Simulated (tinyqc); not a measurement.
Cabrera-Mott growth of a thin oxide under its own electric field: one step, computed by the program tinyqc. Command: `OMP_NUM_THREADS=1 python tinyqc.py 3003592 3003593 out.jsonl cabrera walk`. One thread of a shared host (Intel(R) Xeon(R) Processor @ 2.30GHz), about 0.01 s of CPU time with the checks.

Electrons cross the film freely and set a fixed potential V across it; the field V/x lowers the barrier for ions entering the oxide.

Problem. Limiting thickness. Growth counts as stopped when u exp(X1/x) falls to 1e-5 angstrom/s: x_L = X1/ln(1e-5/u), defined while u is below that rate; the critical temperature is T_c = W/(k_B ln(u0/1e-5)).

Inputs (values chosen for the exercise, for a model metal): barrier W = 1.5 eV; prefactor u0 = N Omega nu = 2.5e+13 angstrom/s; temperature T = 350 K.

Backward hops: kept.

u = 6.293477e-09 angstrom/s

X1 = 238.7215 angstrom

Constants: k_B = 8.617333262e-05 eV/K.

Give: limiting thickness x_L; critical temperature T_c.

Solution.

limiting thickness x_L = 32.39 angstrom

critical temperature T_c = 410.9 K
